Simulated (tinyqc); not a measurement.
Hubbard chain of 2 sites, step by step. One step of it, computed by the program tinyqc.

Task: The many-body Hamiltonian. Basis: all placements (u, d, 2, 0 on each site), up operators ordered before down ones; hops carry the sign of the same-spin electrons passed.

one-body matrix (hopping and site energies) (eV), order 1, 2:
$$\begin{pmatrix}
0.000000 & -1.050000 \\
-1.050000 & 0.000000
\end{pmatrix}$$

U = 7.600000 eV

electrons, up and down: [1, 1]

Give: H.

Result:

H (eV), order 20, ud, du, 02:
$$\begin{pmatrix}
7.6000 & -1.0500 & -1.0500 & 0.0000 \\
-1.0500 & 0.0000 & 0.0000 & -1.0500 \\
-1.0500 & 0.0000 & 0.0000 & -1.0500 \\
0.0000 & -1.0500 & -1.0500 & 7.6000
\end{pmatrix}$$
